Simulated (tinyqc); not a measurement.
Implant damage, amorphisation by cascade overlap, and solid-phase epitaxial regrowth: one step, computed by the program tinyqc.

Range and width of the damage are inputs. Dynamic annealing enters only through the surviving share f.

Question. The amorphous layer. Displaced share x(z) = f nu Q exp(-(z - R_d)^2/(2 s_d^2))/(sqrt(2 pi) s_d N); the layer is amorphous where x > x_c, between R_d -/+ s_d sqrt(2 ln(x_max/x_c)), the upper edge being cut at the surface. Threshold dose Q_c = Q x_c/x_max.

Inputs (values chosen for the exercise, modelled on phosphorus ions in silicon):

| quantity | value | unit |
|---|---|---|
| atomic density N | 49.9 | 1/nm^3 |
| depth of the damage peak R_d | 11 | nm |
| width of the damage profile s_d | 5.2 | nm |
| share of defects that survive f | 0.55 | - |
| critical displaced share x_c | 0.12 | - |
| dose Q | 2.9e+14 | 1/cm^2 |

displacements per ion nu = 275.1454

Give: peak displaced share x_max; threshold dose Q_c; upper edge; lower edge.

Answer.

peak displaced share x_max = 0.6747

threshold dose Q_c = 5.158e+13 1/cm^2

upper edge = 1.336 nm

lower edge = 20.66 nm

The layer is buried, so it regrows from both sides and the two fronts meet in a defect plane.
